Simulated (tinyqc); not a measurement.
# Doping and flat-band voltage from the body effect

Inverse problem. VT = Vfb + 2 phiF + gamma sqrt(2 phiF + Vsb), phiF = Vt ln(Na/ni), gamma = sqrt(2 q eps0 eps_r Na)/Cox, Cox = eps0 eox/tox. Find Na, gamma and Vfb from two thresholds.

Values chosen for this exercise; material values those of a made-up semiconductor: temperature T = 273 K; relative permittivity of the semiconductor eps_r = 9.46; relative permittivity of the gate insulator eox = 8.73; insulator thickness tox = 65 nm.

Constants: q = 1.602176634e-19 C, kB = 1.380649e-23 J/K, Vt = kB T/q, eps0 = 8.8541878128e-14 F/cm where lengths are in cm. Results are converted to the units shown.

VT at Vsb = 0 and 2.2 V (V): 2.2997453  4.6159283
ni = 1.0041027e11 cm^-3

Solution. The difference of the thresholds, gamma [sqrt(2 phiF + Vsb) - sqrt(2 phiF)], holds no Vfb and rises with Na, so it has one root; Vfb then follows from the first threshold.

Na = 3.800e17 cm^-3
gamma = 2.686 V^0.5
Vfb = -0.6800 V

Numbers from tinyqc (`OMP_NUM_THREADS=1 python tinyqc.py 2360093 2360094 out.jsonl`; about 0.05 s on one thread of a shared Intel Xeon 2.30GHz).
